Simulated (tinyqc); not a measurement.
Global model of a low-pressure process discharge: electron temperature, density, ion flux and ion energy: one step, computed by the program tinyqc.

Maxwellian electrons with temperature T_e in eV, one positive ion, no negative ions, uniform bulk density n; rate constants have the Arrhenius form.

Question. Energy per pair and density. E_c = E_iz + (X0 exp(-E_ex/T_e) E_ex + K_el (3 m_0/M) T_e)/K_iz; wall potential V_s = (T_e/2) ln(M/(2 pi m_0)); E_T = E_c + 2 T_e + T_e/2 + V_s; n = P/(e u_B A_eff E_T); ion current density J = e h_L n u_B; ionised share n/n_g.

Inputs (values chosen for the exercise, of the order of those of an inductive discharge in a simple atomic gas):

| quantity | value | unit |
|---|---|---|
| ion mass M | 28 | u |
| ionisation energy E_iz | 17.3 | eV |
| excitation prefactor X0 | 1.2e-14 | m^3/s |
| excitation energy E_ex | 10.1 | eV |
| elastic rate constant K_el | 7e-14 | m^3/s |
| gas temperature T_g | 300 | K |
| absorbed power P | 2900 | W |

T_e = 3.453689 eV

K_iz = 2.270066e-16 m^3/s

Bohm velocity u_B = 3449.795 m/s

A_eff = 617.6406 cm^2

h_L = 0.3109830

gas density n_g = 1.327878e+20 1/m^3

Constants: m_0 = 9.1093837015e-31 kg; u = 1.6605390666e-27 kg; e = 1.602176634e-19 C.

Give: collisional loss per pair E_c; wall potential V_s; E_T; plasma density n; ion current density J; ionised share.

Answer.

collisional loss per pair E_c = 46.03 eV

wall potential V_s = 15.55 V

E_T = 70.21 eV

plasma density n = 1.210e+12 1/cm^3

ion current density J = 20.80 mA/cm^2

ionised share = 0.009112

Collisions take 66 % of the power and the walls the rest. T_e came from the particle balance alone; the power sets only n.
